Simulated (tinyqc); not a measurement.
# Site energy and hopping from one surface Green function

Inverse problem. A semi-infinite chain with site energy e0 and hopping -t has g_s = 1/(E - e0 - t^2 g_s). Inside the band |g_s| = 1/t and Re g_s = (E - e0)/(2 t^2). Find t and e0.

g_s at E = -0.53 eV = -0.03500000-0.99938731i 1/eV

Answer. t = 1/|g_s|, and e0 = E - 2 t^2 Re g_s.

t = 1.00 eV
e0 = -0.460 eV

Program tinyqc, `OMP_NUM_THREADS=1 python tinyqc.py 2680114 2680115 out.jsonl`; Intel Xeon 2.30GHz, shared host, one thread, about 0.1 s.
